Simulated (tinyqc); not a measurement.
Worked calculation: two-step dopant diffusion (predeposition and drive-in) with a constant diffusivity. Computed by tinyqc, a small Python program that keeps every step. Command: `OMP_NUM_THREADS=1 python tinyqc.py 3010982 3010983 out.jsonl dopdiff walk`. One thread of a shared host (Intel(R) Xeon(R) Processor @ 2.30GHz), about 0.08 s of CPU time with the checks. Intermediate numbers are printed to about 6 digits and carried at full precision; extremes and crossings named in words are read from the listed rows.

Fick diffusion into a half space x > 0 whose background doping C_B is of the opposite type, so that a junction lies where C = C_B.

Inputs (values chosen for the exercise, modelled on phosphorus in silicon): prefactor D0 = 3.98 cm^2/s; activation energy E = 3.67 eV; surface concentration C_s = 3.3e+19 1/cm^3; background doping C_B = 3.1e+14 1/cm^3; predeposition temperature T1 = 925 C; predeposition time t1 = 45 min; drive-in temperature T2 = 1000 C; drive-in time t2 = 60 min; mean mobility in the layer mu = 140 cm^2/(V s).

Furnace ramps of the drive-in: none.

Constants: k_B = 8.617333262e-05 eV/K; e = 1.602176634e-19 C.

## Diffusivities

D = D0 exp(-E/(k_B T)). Temperatures in kelvin are T(C) + 273.15. Times in seconds are 60 times the minutes.

D1 = 1.45466e-15 cm^2/s

D2 = 1.18072e-14 cm^2/s

product D1 t1 = 3.92759e-12 cm^2

## Thermal budget of the drive-in

(Dt)2 = D2 t2, t2 in seconds.

drive-in budget (Dt)2 = 4.25060e-11 cm^2

## Predeposition

C = C_s erfc(x/(2 sqrt(D1 t1))); dose Q = 2 C_s sqrt(D1 t1/pi); the junction solves erfc(z) = C_B/C_s with x_j = 2 z sqrt(D1 t1).

dose Q = 7.37959e+13 1/cm^2

z = 3.13296

junction depth after predeposition = 0.124179 um

## Drive-in as a Gaussian

With a sealed surface and a thin source, C = Q/sqrt(pi (Dt)2) exp(-x^2/(4 (Dt)2)); x_j = 2 sqrt((Dt)2 ln(C(0)/C_B)); gradient at the junction |dC/dx| = C_B x_j/(2 (Dt)2).

surface concentration C(0) (Gaussian) = 6.38605e+18 1/cm^3

junction depth x_j = 0.410957 um

gradient at the junction = 1.49857e+20 1/cm^4

The drive-in moves the junction from 0.124 to 0.411 um and lowers the surface value by a factor 5.17. Caution: the drive-in budget is under fifteen times D1 t1, so the source is not thin and the Gaussian junction is too shallow. Caution: C_s exceeds the intrinsic carrier density of silicon at the predeposition temperature (2e18 to 1e19 per cm^3), where real diffusivities rise with concentration and profiles turn box-like.

## Sheet resistance

Net dose Q_net = Q erf(x_j/(2 sqrt((Dt)2))) - C_B x_j; R_s = 1/(e mu Q_net), with every dopant ionised and one mobility.

net dose = 7.37825e+13 1/cm^2

sheet resistance R_s (Gaussian) = 604.238 ohm/square

## Exact junction depth

Exact two-step profile: C = (2 C_s/pi) int_0^alpha exp(-beta (1 + u^2))/(1 + u^2) du with alpha = sqrt(D1 t1/(Dt)2), beta = x^2/(4 (D1 t1 + (Dt)2)). The integral takes 48 Gauss-Legendre points; solve C(x) = C_B.

exact junction depth = 0.423269 um

## Gaussian against the exact two-step profile

Gaussian: C = Q/sqrt(pi (Dt)2) exp(-x^2/(4 (Dt)2)). Depths are fractions of the Gaussian x_j.

Profiles:
```
x/x_j    x (um)  Gaussian (1/cm^3)  exact (1/cm^3)    ratio
0.0    0.000000        6.38605e+18     6.19959e+18  1.03008
0.2    0.082191        4.29217e+18     4.26259e+18  1.00694
0.4    0.164383        1.30321e+18     1.38632e+18  0.94005
0.6    0.246574        1.78747e+17     2.13635e+17  0.83669
0.8    0.328766        1.10753e+16     1.56417e+16  0.70806
1.0    0.410957        3.10000e+14     5.46024e+14  0.56774
1.2    0.493149        3.91975e+12     9.12370e+12  0.42962
```

With D1 t1/(Dt)2 = 0.092, the Gaussian is 3.0 % high at the surface and 43 % low at its own junction; the exact junction lies at 0.4233 um, 3.0 % deeper. The dose is the same, but the real source already has a width, which carries into the tail.

Checks made by the program: exact profile against the direct convolution of the erfc with the Gaussian kernel (relative difference below 1e-10).
